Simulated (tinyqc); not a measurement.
MOSFET in the linear regime without short-channel effects, parameter extraction from computed curves: one step of the calculation.

Inversion charge Q = Cox n Vt W0(exp((Vg - VT)/(n Vt))), W0 the Lambert function and n = nf; u = Q/Cox; mobility mu = mu0/(1 + th1 u + th2 u^2); channel resistance Rch = (L - dL)/(W mu Q); Id = Vd/(Rch + Rsd/W). Cox = eps0 eox/tox. Small Vd, no channel-length or drain effects.

Question. Threshold and mobility at the peak transconductance. gm_i = (Id_(i+1) - Id_(i-1))/(Vg_(i+1) - Vg_(i-1)); at the point j of largest gm the tangent meets the axis at V_ext = Vg_j - Id_j/gm_j; field-effect mobility gm_j L/(W Cox Vd) with the drawn L.

Inputs (values chosen for the exercise); channel values of the order met in silicon transistors:
```
symbol,value,unit,meaning
eox,22.4,,relative permittivity of the gate insulator (close to hafnium oxide)
tox,4.8,nm,insulator thickness
mu0,450,cm^2/(V s),low-field mobility
VT,0.52,V,threshold voltage
W,0.5,um,gate width
L,0.52,um,drawn gate length
dL,0.016,um,drawn less effective length
Vd,0.025,V,drain voltage
```

Constants: eps0 = 8.8541878128e-14 F/cm where lengths are in cm. Results are converted to the units shown.

```
point  Vg (V)       Id (uA)
0        0.36  0.0056088352
1        0.44   0.081745073
2        0.52    0.74475700
3         0.6     2.5032290
4        0.68     4.6266553
5        0.76     6.6443402
6        0.84     8.4453395
7        0.92     10.026000
8           1     11.409736
```

Give: gm; j; V_ext; field-effect mobility.

Answer.

gm, point 1 to 7 (uS): 4.620  15.13  24.26  25.88  23.87  21.14  18.53
j = 4
V_ext = 0.5012 V
field-effect mobility = 260.6 cm^2/(V s)

V_ext is 19 mV below the model VT, and the mobility so found is 44 % below mu0 L/(L - dL) = 464 cm^2/(V s), the value for the drawn L; attenuation, series resistance and the slow approach of Q to a straight line all lower the peak gm.

tinyqc, about 0.01 s, one thread, Intel Xeon 2.30GHz (shared host): `OMP_NUM_THREADS=1 python tinyqc.py 2210042 2210043 out.jsonl`
